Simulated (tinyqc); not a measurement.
Layer against dose: implant damage, amorphisation by cascade overlap, and solid-phase epitaxial regrowth. Computed by tinyqc, a small Python program. Command: `OMP_NUM_THREADS=1 python tinyqc.py 3113734 3113735 out.jsonl sper walk`. One thread of a shared host (Intel(R) Xeon(R) Processor @ 2.30GHz), about 0.01 s of CPU time with the checks.

Range and width of the damage are inputs. Dynamic annealing enters only through the surviving share f.

Inputs (values chosen for the exercise, modelled on germanium ions in germanium):

| quantity | value | unit |
|---|---|---|
| atomic density N | 44.2 | 1/nm^3 |
| ion Z1 | 32 | - |
| ion mass M1 | 72.6 | u |
| target Z2 | 32 | - |
| target mass M2 | 72.63 | u |
| ion energy E | 20 | keV |
| displacement energy E_d | 14 | eV |
| depth of the damage peak R_d | 10 | nm |
| width of the damage profile s_d | 5.9 | nm |
| share of defects that survive f | 0.78 | - |
| critical displaced share x_c | 0.16 | - |
| dose Q | 7.8e+14 | 1/cm^2 |

Constants: a_0 = 0.529177210903 angstrom; e^2/(4 pi eps_0) = 14.39964548 eV angstrom.

Method. Robinson partition: eps = E a M2/(Z1 Z2 (e^2/(4 pi eps_0)) (M1 + M2)), a = 0.8853 a_0/sqrt(Z1^(2/3) + Z2^(2/3)); k = 0.0793 Z1^(2/3) Z2^(1/2) (M1 + M2)^(3/2)/((Z1^(2/3) + Z2^(2/3))^(3/4) M1^(3/2) M2^(1/2)); damage energy T_d = E/(1 + k (eps + 0.40244 eps^(3/4) + 3.4008 eps^(1/6))); displacements nu = 0.8 T_d/(2 E_d). Displaced share x(z) = f nu Q exp(-(z - R_d)^2/(2 s_d^2))/(sqrt(2 pi) s_d N); the layer is amorphous where x > x_c, between R_d -/+ s_d sqrt(2 ln(x_max/x_c)), the upper edge being cut at the surface. Threshold dose Q_c = Q x_c/x_max.

threshold dose Q_c = 3.20299e+13 1/cm^2

displacements per ion nu = 418.633

Dose series; the last column is f nu Q erfc((z2 - R_d)/(sqrt2 s_d))/2:

| Q (1/cm^2) | x_max | upper edge (nm) | lower edge (nm) | displaced atoms beyond z2 (1/cm^2) |
|---|---|---|---|---|
| 3.52e+13 | 0.1758 | 7.4367 | 12.563 | 3.8158e+15 |
| 4.80e+13 | 0.2398 | 4.6931 | 15.307 | 2.8871e+15 |
| 8.01e+13 | 0.4001 | 2.0116 | 17.988 | 2.2984e+15 |
| 1.28e+14 | 0.6394 | 0.1792 | 19.821 | 2.0063e+15 |
| 2.24e+14 | 1.1190 | 0.0000 | 21.637 | 1.7765e+15 |
| 3.84e+14 | 1.9182 | 0.0000 | 23.150 | 1.6189e+15 |
| 8.01e+14 | 4.0013 | 0.0000 | 24.971 | 1.4605e+15 |
| 1.60e+15 | 7.9925 | 0.0000 | 26.501 | 1.3482e+15 |

A dose 45 times larger moves the lower edge from 12.6 to 26.5 nm, as the root of a logarithm, and the damage beyond it falls by a factor 2.8, since the edge lies on an ever steeper tail. The layer reaches the surface at Q_c exp(R_d^2/(2 s_d^2)) = 1.35e14 per cm^2.

Extremes, crossings and ranges named in words are read from the listed rows.
